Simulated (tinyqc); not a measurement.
Equilibrium and kinetic segregation of a solute to boundaries and growing surfaces: one step, computed by the program tinyqc. Command: `OMP_NUM_THREADS=1 python tinyqc.py 3025884 3025885 out.jsonl segreg walk`. One thread of a shared host (Intel(R) Xeon(R) Processor @ 2.30GHz), about 0.01 s of CPU time with the checks.

Task: Boundary energy. Gibbs adsorption for this isotherm in a dilute matrix: gamma = gamma_0 + Gam_0 [k_B T ln(1 - theta) + z w theta^2/2], Gam_0 = delta/Omega sites per area.

Inputs (values chosen for the exercise, for a model alloy): interaction z w (positive attracts) = -0.13 eV; temperature T = 1250 K; boundary thickness delta = 0.43 nm; atomic volume Omega = 20.6 angstrom^3; clean boundary energy gamma_0 = 0.89 J/m^2.

Isotherm: Fowler-Guggenheim.

coverage theta = 0.005888703

Constants: 1 eV/angstrom^2 = 16.02176634 J/m^2; k_B = 8.617333262e-05 eV/K.

Give: Gam_0; boundary energy gamma.

Result:

Gam_0 = 20.874 1/nm^2

boundary energy gamma = 0.88786 J/m^2

Segregation lowers gamma by 0.24 %, and the driving force of grain growth with it.
